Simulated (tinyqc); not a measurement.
Inside a calculation. Model: reverse leakage of an n+-p junction: diffusion, generation, trap-assisted and band-to-band tunnelling.

Computed by the program tinyqc: `OMP_NUM_THREADS=1 python tinyqc.py 2290118 2290119 out.jsonl`, one thread of a shared Intel Xeon 2.30GHz, about 0.01 s for the whole run. Printed values are rounded.

One-sided abrupt junction in the depletion approximation, x from the junction (0) to W on the p side, field F = F0 (1 - x/W). Flat quasi-Fermi levels, long p side. Traps generate through SRH with both lifetimes shortened by 1 + Gamma (Hurkx enhancement, form for moderate fields); band-to-band generation is local and needs a total bending above Eg.

Inputs (values chosen for the exercise); band and dielectric values close to those of silicon:
- T = 358 K (temperature)
- Eg = 1.11 eV (band gap)
- eps_r = 11.9 (relative permittivity)
- Nc = 3.7e19 cm^-3 (conduction-band density of states at T)
- Nv = 3.51e19 cm^-3 (valence-band density of states at T)
- Na = 2.4e16 cm^-3 (acceptor density of the lighter side)
- Nd = 5e19 cm^-3 (donor density of the heavier side)
- tau = 3e-8 s (SRH lifetime of both carriers at zero field)
- Et = 0.06 eV (trap level above the intrinsic level)
- mt = 0.25 m0 (tunnelling mass)
- Dn = 10 cm^2/s (electron diffusion coefficient on the lighter side)
- Ab = 3.6e14 cm^-0.5 V^-2.5 s^-1 (band-to-band prefactor)
- Bb = 1.92e7 V/cm (band-to-band field constant)
- VR = 0.5 V (reverse bias)

Constants: q = 1.602176634e-19 C, kB = 1.380649e-23 J/K, hbar = 1.054571817e-34 J s, m0 = 9.1093837015e-31 kg, Vt = kB T/q, eps0 = 8.8541878128e-14 F/cm where lengths are in cm. Results are converted to the units shown.

Range of the model: The n+ side is degenerate, so Vbi from Boltzmann statistics is only a guide.

## Field, scales and diffusion current

ni = sqrt(Nc Nv) exp(-Eg/(2 Vt)), Eg in volts; Vbi = Vt ln(Na Nd/ni^2); W = sqrt(2 eps0 eps_r (Vbi + VR)/(q Na)); F0 = 2 (Vbi + VR)/W; FG = sqrt(24 mt m0 (kB T)^3)/(q hbar); J_diff = q ni^2 sqrt(Dn/tau)(1 - exp(-VR/Vt))/Na.

ni = 5.54231e11 cm^-3
Vbi = 0.894457 V
W = 276.442 nm
F0 = 100.886 kV/cm
FG = 480.821 kV/cm
J_diff = 3.74386e-8 A/cm^2

## Generation rates across the layer

u = (Vbi + VR)(1 - x/W)^2, p = Na exp(-u/Vt), n = Nd exp((u - Vbi - VR)/Vt); G0 = ni^2 (1 - exp(-VR/Vt))/(tau (n + p + 2 ni cosh(Et/Vt))); Gamma = 2 sqrt(3 pi)(F/FG) exp((F/FG)^2); trap-assisted part G0 Gamma; G_bb = Ab F^2.5 exp(-Bb/F) with F in V/cm, zero unless Vbi + VR > Eg, and counted as zero under 1 cm^-3 s^-1. 16 equal steps.

x, point 0 to 16 (nm): [0.000, 17.278, 34.555, 51.833, 69.111, 86.388, 103.666, 120.944, 138.221, 155.499, 172.776, 190.054, 207.332, 224.609, 241.887, 259.165, 276.442]
F, point 0 to 16 (kV/cm): [100.886, 94.581, 88.275, 81.970, 75.664, 69.359, 63.054, 56.748, 50.443, 44.138, 37.832, 31.527, 25.221, 18.916, 12.611, 6.305, 0.000]
Gamma, point 0 to 16: [1.34627, 1.25542, 1.16590, 1.07760, 0.990442, 0.904321, 0.819147, 0.734827, 0.651273, 0.568396, 0.486108, 0.404325, 0.322959, 0.241928, 0.161147, 0.0805319, 0]
G0, point 0 to 16 (cm^-3 s^-1): [2.04781e11, 4.88005e13, 8.14409e15, 7.00733e17, 2.50716e18, 2.58748e18, 2.58857e18, 2.57932e18, 2.40818e18, 1.25625e18, 2.24496e17, 3.47717e16, 7.17390e15, 2.08851e15, 8.64234e14, 5.08915e14, 4.26557e14]
G0 Gamma, point 0 to 16 (cm^-3 s^-1): [2.75691e11, 6.12650e13, 9.49515e15, 7.55112e17, 2.48320e18, 2.33991e18, 2.12042e18, 1.89535e18, 1.56838e18, 7.14046e17, 1.09129e17, 1.40591e16, 2.31688e15, 5.05269e14, 1.39269e14, 4.09839e13, 0]
G_bb, point 0 to 16 (cm^-3 s^-1): [0, 0, 0, 0, 0, 0, 0, 0, 0, 0, 0, 0, 0, 0, 0, 0, 0]

## Current components

Each current is q times the trapezoid sum of its rate; J adds J_diff; J_bb under 1e-8 of the sum is given as 0.

J_SRH = 4.12625e-6 A/cm^2
J_TAT = 3.32519e-6 A/cm^2
J_bb = 0 A/cm^2
J = 7.48888e-6 A/cm^2

A fine grid gives J = 7.541e-6 A/cm^2; the coarse sum is 0.68 % below it. On the fine grid the largest part is SRH generation (55.1 %). The simple estimate q ni W/(2 tau cosh(Et/Vt)) is 2.76 times the fine-grid J_SRH of 4.152e-6 A/cm^2, since near both edges n or p is large enough to quench generation.
